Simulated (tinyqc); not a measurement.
From results back to parameters: Franz-Keldysh effect at a direct gap. Four cases, with inputs chosen for the exercise.

Problem. In modulation spectra the extrema of the oscillations lie at E_n = Eg + th (3 pi (n - 1/2)/4)^(2/3) (the phase constant is taken as pi/2 here), with th = (c (e Fd)^2/mr)^(1/3), mr = me mhh/(me + mhh), c = hbar^2/2m0; 1 kV/cm = 1e-5 V/angstrom. Extrema n = 2 and n = 5 are given; Eg and the field are hidden.

Constants: hbar^2/2m0 = 3.80998211 eV angstrom^2.

Case 1.

Values chosen (out of a larger set: near those of InP; not measured data): me = 0.0818 m0 (electron mass); mhh = 0.608 m0 (heavy-hole mass).

E_2 = 1.42835 eV
E_5 = 1.51405 eV

Case 2.

Values chosen (out of a larger set: near those of InP; not measured data): me = 0.0782 m0 (electron mass); mhh = 0.571 m0 (heavy-hole mass).

E_2 = 1.40337 eV
E_5 = 1.47505 eV

Case 3.

Values chosen (out of a larger set: near those of GaAs; not measured data): me = 0.0687 m0 (electron mass); mhh = 0.483 m0 (heavy-hole mass).

E_2 = 1.42663 eV
E_5 = 1.46080 eV

Case 4.

Values chosen (out of a larger set: near those of GaAs; not measured data): me = 0.0696 m0 (electron mass); mhh = 0.504 m0 (heavy-hole mass).

E_2 = 1.51143 eV
E_5 = 1.58211 eV

Find: th; Eg; Fd.

Solution. E_n is linear in (3 pi (n - 1/2)/4)^(2/3): the slope is th and the intercept Eg; then e Fd = sqrt(th^3 mr/c).

Case 1.

th = 34.20 meV
Eg = 1.349 eV
Fd = 87 kV/cm

Case 2.

th = 28.60 meV
Eg = 1.337 eV
Fd = 65 kV/cm

Case 3.

th = 13.63 meV
Eg = 1.395 eV
Fd = 20 kV/cm

Case 4.

th = 28.20 meV
Eg = 1.446 eV
Fd = 60 kV/cm

Computed by tinyqc, one run a case: `OMP_NUM_THREADS=1 python tinyqc.py N N+1 out.jsonl` with N = 1652413, 1652441, 1652590, 1652683; one thread of a shared Intel(R) Xeon(R) Processor @ 2.30GHz, about 0.01 s a run at most.
